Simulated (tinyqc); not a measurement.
Inside a calculation. Model: pillar capacitor in an array: capacitance, non-linearity, leakage and relaxation.

Program tinyqc, `OMP_NUM_THREADS=1 python tinyqc.py 2102077 2102078 out.jsonl`; Intel Xeon 2.30GHz, shared host, one thread, about 0.01 s. Printed values are rounded.

A film between two metal electrodes, each interface adding a series capacitance ci. The small-signal permittivity is ek (1 + aq E^2); the field is found with the linear permittivity. Leakage J = J0 sinh(E/Ef). After a voltage step the film passes a relaxation current kr C V tt^(-nr), tt being the time in seconds. The sidewall is a coaxial capacitor with radii a = dm/2 and b = dm/2 + t, depth AR dm; the end face is left out.

Inputs (values chosen for the exercise); permittivity of the order of that of zirconium oxide: relative permittivity of the film ek = 34; film thickness t = 15 nm; capacitance of each electrode interface (dead layer and screening) ci = 150 uF/cm^2; quadratic field coefficient of the permittivity aq = 0.0064 cm^2/MV^2; bias V = 0.8 V; leakage prefactor J0 = 7.9e-11 A/cm^2; field for an e-fold rise of the leakage Ef = 0.46 MV/cm; diameter of the pillar dm = 120 nm; aspect ratio, depth over diameter AR = 30; pitch of the square array pt = 200 nm; resistivity of the inner electrode rho = 200 uohm cm.

Constants: eps0 = 8.8541878128e-14 F/cm where lengths are in cm. Results are converted to the units shown.

## Planar capacitance, field and non-linearity

Planar film: Cf = eps0 ek/t, 1/C = 1/Cf + 2/ci, EOT = 3.9 eps0/C, effective permittivity C t/eps0, E = (V/t) C/Cf; quadratic coefficient [C(V)/C - 1]/V^2 with Cf (1 + aq E^2) in C(V).

Cf = 2.00695 uF/cm^2
C = 1.95464 uF/cm^2
EOT = 1.76663 nm
effective permittivity = 33.1139
E = 0.519434 MV/cm
quadratic coefficient = 2627.68 ppm/V^2
J = 1.09411e-10 A/cm^2

The interfaces take 2.61 % of the voltage.

## Cell capacitance, fields and time constant

Per length 1/c = ln(b/a)/(2 pi eps0 ek) + (1/a + 1/b)/(2 pi ci); cell capacitance c AR dm; per footprint over pt^2; fields c V/(2 pi eps0 ek r) at r = a and b; resistance of the inner electrode rho AR dm/(pi a^2); time constant R C/3 of the distributed line.

a = 60 nm
b = 75 nm
cell capacitance = 29.7141 fF
capacitance per footprint = 74.2853 uF/cm^2
field at a = 0.581824 MV/cm
field at b = 0.465459 MV/cm
R = 0.636620 kohm
R C/3 = 6.30553 ps

The array gives 38.0 times the planar capacitance per footprint; curvature makes the field at the inner electrode 1.12 times the planar value.
